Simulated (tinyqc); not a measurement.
Worked calculation: RKS/BP86 in the sto-6g basis, for H3+, spin multiplicity 1. Computed by tinyqc, a small Python program that keeps every step (integrals from PySCF). Settings: charge = 1, multiplicity = 1, basis = sto-6g, energy threshold = 1e-09, iteration cap = 87, orthogonalisation = symmetric, start = core, DIIS depth = 6, DIIS from iteration = 3, method = RKS, functional = b88,p86, grid = [10, 86]. Command: `OMP_NUM_THREADS=1 python tinyqc.py 24758 24759 out.jsonl` (the two numbers bound the seeds that draw the settings). One thread of a shared host (Intel(R) Xeon(R) Processor @ 2.60GHz), about 0.4 s of CPU time with the checks. Later iterations appear only in the table of the cycle.

## One-electron integrals

Geometry (angstrom):
```
atom         x         y         z
H     0.000000  0.000000  0.000000
H     0.000000  0.000000  1.020000
H     0.000000  0.884000  0.510000
```

Basis sto-6g: exponents (1/bohr^2) and contraction coefficients of normalised primitives:
```
element  l (shell)   exponent  coefficient
H            s (1)  35.523221     0.009164
H            s (1)   6.513144     0.049361
H            s (1)   1.822143     0.168538
H            s (1)   0.625955     0.370563
H            s (1)   0.243077     0.416492
H            s (1)   0.100112     0.130334
```

Overlap, kinetic and nuclear-attraction integrals over the contracted functions; the nuclear repulsion is the sum of Za Zb / Rab.

nuclear repulsion = 1.55582760 hartree

overlap S, order 1H 1s, 2H 1s, 3H 1s:
```
[[1.000000, 0.485060, 0.484732],
 [0.485060, 1.000000, 0.484732],
 [0.484732, 0.484732, 1.000000]]
```

kinetic energy T (hartree), order 1H 1s, 2H 1s, 3H 1s:
```
[[0.768522, 0.104694, 0.104499],
 [0.104694, 0.768522, 0.104499],
 [0.104499, 0.104499, 0.768522]]
```

nuclear attraction V (hartree), order 1H 1s, 2H 1s, 3H 1s:
```
[[-2.247398, -1.033635, -1.032829],
 [-1.033635, -2.247398, -1.032829],
 [-1.032829, -1.032829, -2.247152]]
```

core Hamiltonian H = T + V (hartree), order 1H 1s, 2H 1s, 3H 1s:
```
[[-1.478876, -0.928941, -0.928330],
 [-0.928941, -1.478876, -0.928330],
 [-0.928330, -0.928330, -1.478629]]
```

## Two-electron integrals

Functions are numbered as in S; the eight-fold symmetry (ij|kl) = (ji|kl) = (kl|ij) leaves the list below.

Two-electron integrals (ij|kl) in chemists' order, unique and non-zero (hartree):
```
(11|11) 0.774999   (21|11) 0.300346   (21|21) 0.149838   (22|11) 0.471567
(22|21) 0.300346   (22|22) 0.774999   (31|11) 0.300090   (31|21) 0.134626
(31|22) 0.239637   (31|31) 0.149614   (32|11) 0.239637   (32|21) 0.134626
(32|22) 0.300090   (32|31) 0.134541   (32|32) 0.149614   (33|11) 0.471385
(33|21) 0.239738   (33|22) 0.471385   (33|31) 0.300090   (33|32) 0.300090
(33|33) 0.774999
```

## Orthogonalisation

S = U s U^T; symmetric (Loewdin) form X = U s^(-1/2) U^T, so that X^T S X = 1.

eigenvalues of S: [0.514940, 0.515378, 1.969683]

X, order 1H 1s, 2H 1s, 3H 1s:
```
[[1.166408, -0.227139, -0.226792],
 [-0.227139, 1.166408, -0.226792],
 [-0.226792, -0.226792, 1.166215]]
```

## Starting guess

The start is the orbitals of the core Hamiltonian; D = 2 C_occ C_occ^T.

D at the start, order 1H 1s, 2H 1s, 3H 1s:
```
[[0.338675, 0.338675, 0.338358],
 [0.338675, 0.338675, 0.338358],
 [0.338358, 0.338358, 0.338042]]
```

## Iteration 1: exchange-correlation on the grid

Becke grid with 10 radial and 86 angular points per atom, points of zero weight dropped. rho = sum D_ij phi_i phi_j; V_xc,ij = sum w v_xc phi_i phi_j plus the gradient terms; v_xc is d(rho eps)/d rho at fixed gradient.

The 8 grid points with the largest w rho, of 2574 (bohr, atomic units):
```
x                 y         z         w       rho  |grad rho|^2     eps_xc       v_xc
0.396097   0.689036  0.963760  0.053505  0.098913      0.007004  -0.397428  -0.512274
-0.396097  0.689036  0.963760  0.053505  0.098913      0.007004  -0.397428  -0.512274
-0.611065  0.611065  1.316456  0.065904  0.078292      0.009704  -0.373752  -0.472145
0.611065   0.611065  1.316456  0.065904  0.078292      0.009704  -0.373752  -0.472145
0.611065   0.611065  0.611065  0.065904  0.078292      0.009704  -0.373752  -0.472145
-0.611065  0.611065  0.611065  0.065904  0.078292      0.009704  -0.373752  -0.472145
-0.734901  0.200104  1.192620  0.076197  0.066733      0.009562  -0.358762  -0.446503
0.734901   0.200104  1.192620  0.076197  0.066733      0.009562  -0.358762  -0.446503
```

electrons on the grid, sum of w rho = 2.007053

E_xc = sum of w rho eps_xc = -0.63999685 hartree

V_xc (hartree), order 1H 1s, 2H 1s, 3H 1s:
```
[[-0.411340, -0.196341, -0.196153],
 [-0.196341, -0.411340, -0.196153],
 [-0.196153, -0.196153, -0.411178]]
```

## Iteration 1: building the Kohn-Sham matrix

J_ij = sum D_kl (ij|kl); F = H + J + V_xc; E = tr D H + tr D J / 2 + E_xc + E_nn.

Coulomb J (hartree), order 1H 1s, 2H 1s, 3H 1s:
```
[[1.150211, 0.568181, 0.567717],
 [0.568181, 1.150211, 0.567717],
 [0.567717, 0.567717, 1.149814]]
```

Kohn-Sham matrix F (hartree), order 1H 1s, 2H 1s, 3H 1s:
```
[[-0.740006, -0.557101, -0.556766],
 [-0.557101, -0.740006, -0.556766],
 [-0.556766, -0.556766, -0.739993]]
```

total energy of this density = -1.31087342 hartree

## Iteration 1: diagonalisation and new density

Diagonalise F' = X^T F X, C = X C', fill 1 alpha and 1 beta electrons from the bottom; D = 2 C_occ C_occ^T. Each column has its largest component positive (the first on a tie).

F' = X^T F X (hartree):
```
[[-0.550626, -0.195431, -0.195122],
 [-0.195431, -0.550626, -0.195122],
 [-0.195122, -0.195122, -0.550832]]
```

orbital energies (hartree): [-0.941145, -0.355744, -0.355195]

coefficients C, order 1H 1s, 2H 1s, 3H 1s:
```
[[0.411396, -0.568596, 0.985387],
 [0.411396, -0.568596, -0.985387],
 [0.411343, 1.137419, 0.000000]]
```

D after iteration 1, order 1H 1s, 2H 1s, 3H 1s:
```
[[0.338493, 0.338493, 0.338449],
 [0.338493, 0.338493, 0.338449],
 [0.338449, 0.338449, 0.338406]]
```

## Iteration 2: exchange-correlation on the grid

As before.

The 8 grid points with the largest w rho, of 2574 (bohr, atomic units):
```
x                 y         z         w       rho  |grad rho|^2     eps_xc       v_xc
0.396097   0.689036  0.963760  0.053505  0.098922      0.007007  -0.397439  -0.512287
-0.396097  0.689036  0.963760  0.053505  0.098922      0.007007  -0.397439  -0.512287
0.611065   0.611065  0.611065  0.065904  0.078293      0.009703  -0.373751  -0.472146
-0.611065  0.611065  0.611065  0.065904  0.078293      0.009703  -0.373751  -0.472146
0.611065   0.611065  1.316456  0.065904  0.078293      0.009703  -0.373751  -0.472146
-0.611065  0.611065  1.316456  0.065904  0.078293      0.009703  -0.373751  -0.472146
0.734901   0.200104  0.734901  0.076197  0.066721      0.009558  -0.358743  -0.446479
-0.734901  0.200104  0.734901  0.076197  0.066721      0.009558  -0.358743  -0.446479
```

electrons on the grid, sum of w rho = 2.007053

E_xc = sum of w rho eps_xc = -0.63999679 hartree

V_xc (hartree), order 1H 1s, 2H 1s, 3H 1s:
```
[[-0.411311, -0.196330, -0.196159],
 [-0.196330, -0.411311, -0.196159],
 [-0.196159, -0.196159, -0.411236]]
```

## Iteration 2: building the Kohn-Sham matrix

As before.

Coulomb J (hartree), order 1H 1s, 2H 1s, 3H 1s:
```
[[1.150144, 0.568154, 0.567730],
 [0.568154, 1.150144, 0.567730],
 [0.567730, 0.567730, 1.149947]]
```

Kohn-Sham matrix F (hartree), order 1H 1s, 2H 1s, 3H 1s:
```
[[-0.740043, -0.557118, -0.556758],
 [-0.557118, -0.740043, -0.556758],
 [-0.556758, -0.556758, -0.739918]]
```

total energy of this density = -1.31087344 hartree

## Iteration 2: diagonalisation and new density

As before.

F' = X^T F X (hartree):
```
[[-0.550670, -0.195434, -0.195121],
 [-0.195434, -0.550670, -0.195121],
 [-0.195121, -0.195121, -0.550745]]
```

orbital energies (hartree): [-0.941145, -0.355704, -0.355235]

coefficients C, order 1H 1s, 2H 1s, 3H 1s:
```
[[0.411458, -0.568551, 0.985387],
 [0.411458, -0.568551, -0.985387],
 [0.411219, 1.137464, 0.000000]]
```

D after iteration 2, order 1H 1s, 2H 1s, 3H 1s:
```
[[0.338595, 0.338595, 0.338398],
 [0.338595, 0.338595, 0.338398],
 [0.338398, 0.338398, 0.338202]]
```

## Iteration 5 (converged): orbitals

converged F (hartree), order 1H 1s, 2H 1s, 3H 1s:
```
[[-0.740029, -0.557112, -0.556761],
 [-0.557112, -0.740029, -0.556761],
 [-0.556761, -0.556761, -0.739945]]
```

As before.

F' = X^T F X (hartree):
```
[[-0.550654, -0.195433, -0.195121],
 [-0.195433, -0.550654, -0.195121],
 [-0.195121, -0.195121, -0.550776]]
```

orbital energies (hartree): [-0.941145, -0.355718, -0.355221]

coefficients C, order 1H 1s, 2H 1s, 3H 1s:
```
[[0.411436, -0.568567, 0.985387],
 [0.411436, -0.568567, -0.985387],
 [0.411263, 1.137448, 0.000000]]
```

D after iteration 5, order 1H 1s, 2H 1s, 3H 1s:
```
[[0.338558, 0.338558, 0.338417],
 [0.338558, 0.338558, 0.338417],
 [0.338417, 0.338417, 0.338275]]
```

## Convergence

Stop when the energy changes by less than 1e-09 hartree and every element of the error matrix X^T (F D S - S D F) X is below 9e-06.

Course of the cycle:
```
iteration  E (hartree)     change  largest element of the error matrix
1          -1.31087342          -                             1.61e-04
2          -1.31087344  -1.95e-08                             9.03e-05
3          -1.31087344  -6.12e-09                             5.06e-05
4          -1.31087344  -1.92e-09                             2.84e-05
5          -1.31087344  -8.82e-10                             1.50e-10
```

PySCF RKS in the same basis, fine grid = -1.30815100 hartree

Converged in 5 iterations. The coarse grid moves the energy by -2.72e-03 hartree.

## Populations, bond orders and dipole

Mulliken: Z minus the diagonal of D S on the atom; Loewdin: the same with S^(1/2) D S^(1/2); Mayer order: 2 sum_s sum (D(s) S)_ij (D(s) S)_ji over the two atoms.

Charges (e):
```
atom  Mulliken   Loewdin
1H    0.333179  0.333189
2H    0.333179  0.333189
3H    0.333642  0.333622
```

Mayer bond orders:
```
pair     order
2-1   0.444650
3-1   0.444341
3-2   0.444341
```

dipole moment about the origin, x y z (debye): [0.000000, 1.416656, 2.449634]
